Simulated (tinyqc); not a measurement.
Berg model of reactive sputtering of a nitride or oxide: poisoning, hysteresis and pumping speed: one step, computed by the program tinyqc. Command: `OMP_NUM_THREADS=1 python tinyqc.py 3000853 3000854 out.jsonl berg walk`. One thread of a shared host (Intel(R) Xeon(R) Processor @ 2.30GHz), about 0.05 s of CPU time with the checks.

A diatomic gas reacts with bare metal on the target and on the collecting surfaces; ions remove metal and compound from the target. theta_t and theta_c are the compound fractions.

Question. Critical pumping speed. Ion flux j = J/e; gas flux F = P/sqrt(2 pi M k_B T). Target: (2/z) alpha F (1 - theta_t) = j Y_c theta_t. Sputtered flows F_c = j Y_c theta_t A_t, F_m = j Y_m (1 - theta_t) A_t. Collector: (2/z) alpha F (1 - theta_c) A_c + F_c (1 - theta_c) = F_m theta_c. Gas use Q = alpha F [(1 - theta_t) A_t + (1 - theta_c) A_c] + P S/(k_B T); 1 sccm = 4.4780e17 molecules/s. Rate R = F_m + F_c, given relative to j Y_m A_t. P is a single-valued function of the flow Q only if dQ/dP > 0 everywhere: S must exceed k_B T times the steepest fall of the surface terms with P.

Inputs (values chosen for the exercise, close to those used for titanium dioxide):
```
quantity                         value     unit
ion current density J               17  mA/cm^2
target area A_t                    300     cm^2
collecting area A_c               2100     cm^2
metal yield Y_m                    0.5        -
compound yield Y_c               0.025        -
sticking coefficient alpha        0.42        -
reactive atoms per metal atom z      2        -
gas mass M                          32        u
pumping speed S                     63      l/s
gas temperature T                  300        K
```

Constants: e = 1.602176634e-19 C; u = 1.6605390666e-27 kg; k_B = 1.380649e-23 J/K.

Give: pressure of the steepest fall; critical pumping speed.

Answer.

pressure of the steepest fall = 0.00764 Pa

critical pumping speed = 659 l/s

S is 0.10 times the critical value: the flow curve is S-shaped and flow control shows hysteresis.
